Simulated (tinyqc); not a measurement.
Worked calculation: six-band Luttinger-Kohn model with strain. Values are carried at full precision from step to step, so a last printed digit may differ when a step is redone from the rounded ones.

Constants: hbar^2/2m0 = 3.80998211 eV angstrom^2.

Parameters, chosen for this exercise (near those of InSb; not measured data): C11 = 66.2 GPa; C12 = 35.6 GPa; C44 = 32 GPa; load = uniaxial [100] (kind of stress); X = -1.94 GPa (stress); Dso = 0.81 eV (spin-orbit splitting); g1 = 34.68 (Luttinger gamma1); g2 = 15.3 (gamma2); g3 = 16.27 (gamma3); av = 0.37 eV (valence hydrostatic potential); b = -2.1 eV (tetragonal shear potential); d = -4.8 eV (trigonal shear potential); k = (-0.004, 0.012, 0) 1/angstrom (wave vector); kmax = 0.02 1/angstrom (end of the path).

## Strain from a uniaxial [100] stress

s11 = (C11 + C12)/((C11 - C12)(C11 + 2 C12)), s12 = -C12/((C11 - C12)(C11 + 2 C12)), s44 = 1/C44; exx = s11 sxx + s12 (syy + szz) and cyclic, exy = s44 sxy/2; tension is positive. A uniaxial stress X along the unit vector n is s_ij = X n_i n_j.

s11, s12, s44 (1/TPa): 24.2125  -8.4672  31.2500

strain tensor:
```
           x         y         z
x  -0.046972  0.000000  0.000000
y   0.000000  0.016426  0.000000
z   0.000000  0.000000  0.016426
```

The volume changes by -1.412 %; there is no shear in the cubic axes, so d does not enter.

## The terms P, Q, R, S at one k

P = c g1 k^2 - av tr(e); Q = c g2 (kx^2 + ky^2 - 2 kz^2) - (b/2)(exx + eyy - 2 ezz); R = c sqrt3 [-g2 (kx^2 - ky^2) + 2i g3 kx ky] + (sqrt3/2) b (exx - eyy) - i d exy; S = 2 c sqrt3 g3 (kx - i ky) kz - d (exz - i eyz); c = hbar^2/2m0, e the strain tensor (not engineering shear).

Form the four terms.

Terms (eV):
```
term            from k  from strain
P              0.02114      0.00522
Q              0.00933     -0.06657
R     0.01292-0.01031i      0.11530
S              0.00000      0.00000
```

## The Hamiltonian

Six-band Luttinger-Kohn model in the basis |3/2,3/2>, |3/2,1/2>, |3/2,-1/2>, |3/2,-3/2>, |1/2,1/2>, |1/2,-1/2>, electron energies, zero at the top of the unstrained valence band. H = -[rows: (P+Q, -S, R, 0, -S/r2, r2 R); (-S*, P-Q, 0, R, -r2 Q, r32 S); (R*, 0, P-Q, S, r32 S*, r2 Q); (0, R*, S*, P+Q, -r2 R*, -S*/r2); (-S*/r2, -r2 Q, r32 S, -r2 R, P+Dso, 0); (r2 R*, r32 S*, r2 Q, -S/r2, 0, P+Dso)], r2 = sqrt(2), r32 = sqrt(3/2). Levels are twofold.

Each term is the sum of its two parts.

H(k) (eV), lower triangle (Hermitian):
```
                  3/2,3/2          3/2,1/2  3/2,-1/2        3/2,-3/2  1/2,1/2  1/2,-1/2
3/2,3/2            0.0309
3/2,1/2                 0          -0.0836
3/2,-1/2  -0.1282-0.0103i                0   -0.0836
3/2,-3/2                0  -0.1282-0.0103i         0          0.0309
1/2,1/2                 0          -0.0810         0  0.1813-0.0146i  -0.8364
1/2,-1/2  -0.1813-0.0146i                0    0.0810               0        0   -0.8364
```

## Levels and their make-up

Diagonalise H. The weights add +m and -m and are averaged over each pair; m is taken along z.

levels from the top, each twofold (eV): 0.1536  -0.1660  -0.8768

weights:
```
               top  second  third
|3/2,+-3/2>  0.693   0.272  0.035
|3/2,+-1/2>  0.269   0.727  0.005
|1/2,+-1/2>  0.038   0.001  0.960
```

The top pair is 69 % |3/2,+-3/2>, the second pair is 73 % |3/2,+-1/2> and the third pair is 96 % |1/2,+-1/2>.

## Band edges at k = 0
Diagonalise H at k = 0. The weights add +m and -m (m along z) and are averaged over each pair.

edges from the top (eV): 0.1641  -0.1384  -0.8514

weights at k = 0:
```
               top  second  third
|3/2,+-3/2>  0.723   0.250  0.027
|3/2,+-1/2>  0.241   0.750  0.009
|1/2,+-1/2>  0.036   0.000  0.964
```

The stress splits the top two pairs by 302.5 meV, 11.70 times kT at 300 K (25.85 meV); the third lies 1015.5 meV below the top, against Dso = 810 meV without stress.

## Polarisation of the edge transitions

In the basis X, Y, Z times spin, H(k = 0) has -Dso/3 + l exx + m (eyy + ezz) on the diagonal (cyclic) and n exy off it, l = av + 2 b, m = av - b, n = sqrt(3) d. Spin-orbit term (Dso/3) L.sigma on X, Y, Z with (L_k)_ij = -i epsilon_kij: <X+|H|Y+> = -i Dso/3, <X+|H|Z-> = Dso/3, <Y+|H|Z-> = -i Dso/3, <Z+|H|X-> = -Dso/3, <Z+|H|Y-> = i Dso/3, <X-|H|Y-> = i Dso/3, and their conjugates; + and - are the spin along z. The strength of a transition to an s-like conduction level for light polarised along the unit vector u is the weight of the orbital ux X + uy Y + uz Z in the valence state, summed over spin and averaged over the pair.

strain block of X, Y, Z (eV), lower triangle:
```
         X         Y         Z
X  0.26105
Y        0  -0.13836
Z        0         0  -0.13836
```

Relative strengths:
```
polarisation    top  second  third
[100]         0.830   0.000  0.170
[010]         0.085   0.500  0.415
[001]         0.085   0.500  0.415
[110]         0.457   0.250  0.293
[1-10]        0.457   0.250  0.293
[111]         0.333   0.333  0.333
```

The top pair is strongest for light along [100] (0.830) and weakest along [010] and [001] (0.085); without strain every direction has 1/3 on average over the fourfold top. For each polarisation the three pairs add up to 1.

## Hole masses at the edges

Curvature at k = 0: m/m0 = -2 c h^2/(E(h u) + E(-h u) - 2 E(0)) with h = 0.0002 1/angstrom along the unit vector u.

Hole masses (m0):
```
direction    top  second  third
[110]      0.022   0.037  0.032
[1-10]     0.022   0.037  0.032
[100]      0.012   0.245  0.051
[001]      0.084   0.020  0.024
```

Of the directions listed, the top pair is lightest along [100] (0.012) and heaviest along [001] (0.084). These masses hold only for hole energies well below the splitting of 302 meV.

## Bands along [110] and [001]

Six points from 0 to kmax in each direction.

Levels (eV):
```
direction  |k| (1/angstrom)     top   second    third  top, no stress  second, no stress
[110]                 0.000  0.1641  -0.1384  -0.8514          0.0000             0.0000
[110]                 0.004  0.1613  -0.1400  -0.8533         -0.0002            -0.0041
[110]                 0.008  0.1532  -0.1451  -0.8591         -0.0006            -0.0161
[110]                 0.012  0.1403  -0.1540  -0.8691         -0.0014            -0.0358
[110]                 0.016  0.1238  -0.1672  -0.8837         -0.0025            -0.0626
[110]                 0.020  0.1050  -0.1853  -0.9039         -0.0040            -0.0955
[001]                 0.000  0.1641  -0.1384  -0.8514          0.0000             0.0000
[001]                 0.004  0.1634  -0.1414  -0.8540         -0.0002            -0.0040
[001]                 0.008  0.1613  -0.1505  -0.8619         -0.0010            -0.0158
[001]                 0.012  0.1580  -0.1654  -0.8754         -0.0022            -0.0351
[001]                 0.016  0.1537  -0.1857  -0.8952         -0.0040            -0.0614
[001]                 0.020  0.1487  -0.2107  -0.9222         -0.0062            -0.0938
```

## Checks

- Levels against the same model in the basis X, Y, Z times spin: they agree to 1e-10 or better.

Run: tinyqc, `OMP_NUM_THREADS=1 python tinyqc.py 1051075 1051076 out.jsonl`; Intel(R) Xeon(R) Processor @ 2.30GHz, one thread, shared host; about 0.07 s of CPU time with all checks.
